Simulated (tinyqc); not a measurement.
Worked calculation: epitaxial growth on a vicinal surface: Burton-Cabrera-Frank step flow, step-edge barrier and island nucleation. Computed by tinyqc, a small Python program that keeps every step. Command: `OMP_NUM_THREADS=1 python tinyqc.py 3008522 3008523 out.jsonl stepflow walk`. One thread of a shared host (Intel(R) Xeon(R) Processor @ 2.30GHz), about 0.01 s of CPU time with the checks. Intermediate numbers are printed to about 7 digits and carried at full precision; extremes and crossings named in words are read from the listed rows.

Adatoms land at rate F, hop on a square grid (a simplification for hexagonal faces), desorb, or join steps. Lengths are in units of a and n is the adatom coverage. Steps ascend at x = 0 and descend at x = l.

Inputs (values chosen for the exercise, close to those used for Si(111)):
```
quantity                                    value      unit
site spacing a                               3.84  angstrom
step height h                                3.14  angstrom
diffusion barrier E_d                        1.19        eV
desorption energy E_a                        3.06        eV
adatom formation energy E_f                  1.04        eV
step-edge barrier E_s                           0        eV
attempt frequency nu                            5       THz
deposition rate F                             5.1  layers/s
miscut angle                                    4   degrees
temperature T                                1060         C
critical nucleus size i                         3         -
binding energy of the critical nucleus E_i   0.99        eV
```

Constants: k_B = 8.617333262e-05 eV/K.

## Scales

D = nu exp(-E_d/(k_B T)) (a^2/s, nu counted per direction); tau = exp(E_a/(k_B T))/nu; x_s = sqrt(D tau); n_eq = exp(-E_f/(k_B T)); terrace width l = h/(a tan(miscut)); Schwoebel length l_s = exp(E_s/(k_B T)) - 1. Temperatures in kelvin are T(C) + 273.15.

D = 1.586169e+08 a^2/s

lifetime tau = 0.07394546 s

diffusion length x_s = 3424.763 a

equilibrium coverage n_eq = 1.170664e-04

terrace width l = 11.69377 a

Schwoebel length l_s = 0 a

l/x_s = 0.00341: nearly every adatom reaches a step.

## Terrace solution

D n'' - n/tau + F = 0 with n(0) = n_eq and -l_s n'(l) = n(l) - n_eq. With u = n - F tau, A = n_eq - F tau, y = l/x_s, s = l_s/x_s: u = A cosh(x/x_s) + B sinh(x/x_s), B = A (1 - cosh y - s sinh y)/(sinh y + s cosh y). Flux into the ascending step J+ = D B/x_s, over the descending one J- = -(D/x_s)(A sinh y + B cosh y); step velocity J+ + J-; growth rate (J+ + J-)/l. For small y: J+ + J- = (F - n_eq/tau) l, J-/J+ = l/(l + 2 l_s). The coverage peaks where n' = 0, tanh(x/x_s) = -B/A.

J+ = 29.80984 atoms per step site and s

J- = 29.80984 atoms per step site and s

growth rate = 5.098412 layers/s

peak coverage = 1.176159e-04

position of the peak = 5.846887 a

0.031 % of the flux desorbs; even closely spaced steps lose n_eq/tau, 0.031 % of F. The ascending step takes 50.0 %, half, as there is no barrier.

## Step flow or islands

Island density on a flat surface without desorption: N = 0.25 (F/D)^(i/(i+2)) exp(E_i/((i+2) k_B T)) per site, with E_i = 0 for i = 1; spacing l_n = N^(-1/2). Step flow needs an effective width l_eff = 2 x(peak) below l_n.

island density N on a flat surface = 4.474891e-05 per site

island spacing l_n = 149.4888 a

ratio l_eff/l_n = 0.07822506

Steps capture adatoms before they meet: step flow. Caution: the prefactor 0.25 and the criterion are estimates, good to a factor of about two in length.

## Growth mode over temperature

x(peak) solves tanh(x/x_s) = -B/A. Rows where evaporation outweighs deposition are left out.

Scales:
```
T (C)   x_s (a)  l_s (a)  incorporated share   l_n (a)  l_eff/l_n
860    14404.22        0           0.9999994   74.1912  0.1576168
910     9610.63        0           0.9999965   90.3774  0.1293883
960     6626.20        0           0.9999826  108.3471  0.1079289
1010    4702.87        0           0.9999222  128.0668  0.0913100
1060    3424.76        0           0.9996886  149.4888  0.0782251
1110    2551.85        0           0.9988704  172.5538  0.0677689
1160    1940.87        0           0.9962520  197.1933  0.0593011
1210    1503.67        0           0.9885266  223.3322  0.0523604
1260    1184.50        0           0.9673439  250.8907  0.0466090
```

The ratio stays below 1: step flow in every row. Incorporation goes from 100.0 % to 96.7 %.

Checks made by the program: growth rate against F minus desorption, from a numerical solution (relative difference below 1e-10).
